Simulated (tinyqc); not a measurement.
Hubbard chain of 4 sites, step by step. One step of it, computed by the program tinyqc.

Question. Mean-field iteration 3. H(up) = T + U n(down), H(down) = T + U n(up); fill the lowest levels; n(new) = n + mixing (n(out) - n); E = tr T (rho up + rho down) + U sum n_up n_down of the output.

one-body matrix (hopping and site energies) (eV), order 1, 2, 3, 4:
```
[[-0.220000, -0.510000, 0.000000, 0.000000],
 [-0.510000, 0.260000, -0.510000, 0.000000],
 [0.000000, -0.510000, -0.180000, -0.510000],
 [0.000000, 0.000000, -0.510000, 0.570000]]
```

U = 9.100000 eV

electrons, up and down: [2, 2]

mixing = 1

n(up) after iteration 2: [0.997146, 0.005733, 0.994419, 0.002703]

n(down) after iteration 2: [0.003502, 0.993043, 0.007183, 0.996272]

Give: levels, up; levels, down; energy; n(up) after iteration 3; n(down) after iteration 3.

Answer.

levels, up (eV): [-0.2279, -0.1560, 9.3490, 9.6649]

levels, down (eV): [0.2489, 0.5664, 8.8694, 8.9453]

energy = 0.2582 eV

n(up) after iteration 3: [0.9972, 0.0057, 0.9944, 0.0027]

n(down) after iteration 3: [0.0035, 0.9931, 0.0072, 0.9963]
